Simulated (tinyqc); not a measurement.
# Worked calculation: a six-terminal Hall bar with edge channels and a constriction, Landauer-Buettiker equations

Program tinyqc, `OMP_NUM_THREADS=1 python tinyqc.py 2700039 2700040 out.jsonl`; Intel Xeon 2.30GHz, shared host, one thread, about 0.01 s. Printed values are rounded.

Contacts 1 (source) and 4 (drain) end the bar; 2 and 3 lie on the upper edge, 6 and 5 on the lower edge, with a constriction between 2 and 3 (and between 6 and 5). Carriers run 1 to 2 to 3 to 4 to 5 to 6 to 1 in M channels. The constriction passes Tc from 2 to 3 and from 5 to 6, and turns M - Tc from 2 to 6 and from 5 to 3. Signs are those of positive carriers; V4 = 0.

Values chosen for this exercise:
- M = 1 (edge channels, spin counted singly)
- Tc = 1 (summed transmission of the constriction)
- I = 100 nA (current from contact 1 to contact 4)

Constants: q = 1.602176634e-19 C, h = 6.62607015e-34 J s. Results are converted to the units shown.

## Transmission matrix

T_ij is the transmission from contact j to contact i.

T_ij:
```
   1  2  3  4  5  6
1  0  0  0  0  0  1
2  1  0  0  0  0  0
3  0  1  0  0  0  0
4  0  0  1  0  0  0
5  0  0  0  1  0  0
6  0  0  0  0  1  0
```

## Voltages

I_i = (q^2/h) [M V_i - sum_j T_ij V_j], with I_1 = I, V_4 = 0 and no current at 2, 3, 5, 6.

V, contact 1 to 6 (uV): 2581.28  2581.28  2581.28  0.00  0.00  0.00

## Resistances

R(a,b) = (V_a - V_b)/I.

resistances (kohm): R(1,4) 25.8128, R(2,3) 0.0000, R(2,6) 25.8128, R(2,5) 25.8128, R(3,6) 25.8128

In units of h/q^2: R(1,4) = R(2,5) = 1/Tc, R(2,3) = 1/Tc - 1/M, R(2,6) = 1/M, R(3,6) = 2/M - 1/Tc.
